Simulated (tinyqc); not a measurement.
# Vacuum evaporation: vapour pressure, source flux, thickness distribution, purity and step coverage, step by step

A worked calculation. Computed by tinyqc, a small Python program that keeps every step. Command: `OMP_NUM_THREADS=1 python tinyqc.py 3111590 3111591 out.jsonl evap walk`. One thread of a shared host (Intel(R) Xeon(R) Processor @ 2.30GHz), about 0.01 s of CPU time with the checks. Intermediate numbers are printed to about 7 digits and carried at full precision; extremes and crossings named in words are read from the listed rows.

Molecular flow, unit sticking of the metal, no re-evaporation. The background gas is taken as water vapour (18.015 g/mol, collision diameter 0.37 nm) at 300 K.

Inputs (values chosen for the exercise, modelled on silver, with constants for the liquid):
```
quantity                          value    unit
molar mass M                     107.87   g/mol
film density rho                   10.5  g/cm^3
vapour-pressure constant A        10.79       -
vapour-pressure constant B        13880       K
source temperature T               1400       K
source area                         1.9    cm^2
directionality n                      3       -
source-to-wafer distance h           44      cm
wafer radius R                        5      cm
source offset from the axis s/h     0.8       -
background pressure p             3e-05      Pa
sticking of background gas         0.08       -
aspect ratio of a trench            1.8       -
```

Constants: u = 1.6605390666e-27 kg; k_B = 1.380649e-23 J/K; R = 8.314462618 J/(mol K).

## Vapour pressure and flux

log10(p_v/Pa) = A - B/T; flux from the surface Phi = p_v/sqrt(2 pi m k_B T), m = M u. Mass loss = Phi x area x m; heat of evaporation = ln(10) R B; d ln Phi/dT = ln(10) B/T^2 - 1/(2 T).

vapour pressure p_v = 7.511286 Pa

flux Phi = 5.092650e+18 1/(cm^2 s)

mass loss = 6.239498 g/h

heat of evaporation = 265.7292 kJ/mol

change of flux per kelvin = 1.594892 %/K

Holding the rate to 1 % needs the temperature to about 0.63 K.

## Rate and uniformity on a fixed wafer above the source

A small source emits (n + 1) Phi area cos^n(phi)/(2 pi) per solid angle; on a parallel plane at height h and lateral distance l the arrival rate is (n + 1) Phi area/(2 pi h^2) x (1 + (l/h)^2)^(-(n + 3)/2). Growth rate = arrival rate x m/rho, m = M u. The wafer is fixed and centred above the source.

arrival rate at the centre = 3.181795e+15 1/(cm^2 s)

growth rate at the centre = 0.5427910 nm/s

edge over centre = 0.9622397

non-uniformity (max - min)/(max + min) = 1.924346 %

share of the material that lands on the wafer, 1 - (1 + (R/h)^2)^(-(n + 1)/2) = 2.533467 %

## Offset source and rotation

Rotating wafer, source offset by s and facing upwards: thickness at radius r is the mean over the angle a of (1 + (r^2 + s^2 - 2 r s cos a)/h^2)^(-(n + 3)/2), by 360 equal steps; non-uniformity (max - min)/(max + min) over 21 radii from 0 to R.

centre thickness relative to an axial source = 0.2267088

edge over centre, rotating = 1.013020

non-uniformity, rotating = 0.6467971 %

## Choosing the offset

The curvature at the centre vanishes at s/h = sqrt(2/(n + 3)).

Against the offset:
```
s/h  centre thickness  edge over centre  non-uniformity (%)
0.0          1.000000          0.962240            1.924346
0.2          0.888996          0.969063            1.571140
0.4          0.640658          0.984965            0.757431
0.5          0.512000          0.993551            0.323478
0.6          0.397542          1.001357            0.067781
0.7          0.302302          1.007902            0.393527
0.8          0.226709          1.013020            0.646797
0.9          0.168641          1.016764            0.831224
1.1          0.092645          1.020863            1.032397
```

The best row, s/h = 0.6, has 0.068 % against 1.9 % on the axis, at the price of a rate lower by a factor 2.52; the small-wafer optimum is sqrt(2/(n + 3)) = 0.58.

## Scattering and purity

Mean free path lambda = k_B T_g/(sqrt2 pi d^2 p); unscattered share exp(-h/lambda); gas arrival p/sqrt(2 pi m_g k_B T_g); impurity ratio = sticking x gas arrival/metal arrival; monolayer time = 1e15 cm^-2/(sticking x gas arrival).

mean free path = 226.9943 m

unscattered share = 0.9980635

gas arrival rate = 1.075195e+14 1/(cm^2 s)

impurity ratio = 0.002703368

monolayer time = 116.2579 s

## A trench at the wafer edge

Fixed wafer, axial point source, trench running tangentially at r = R: the beam arrives at tan(a) = R/h. Shadowed share of the floor = aspect ratio x tan(a) (at most 1); the wall facing the source grows at tan(a) times the field rate, the other wall not at all.

angle a = 6.483074 degrees

shadowed share of the floor = 0.2045455

wall over field thickness = 0.1136364

Checks made by the program: share on the wafer by quadrature (relative difference 1e-09).
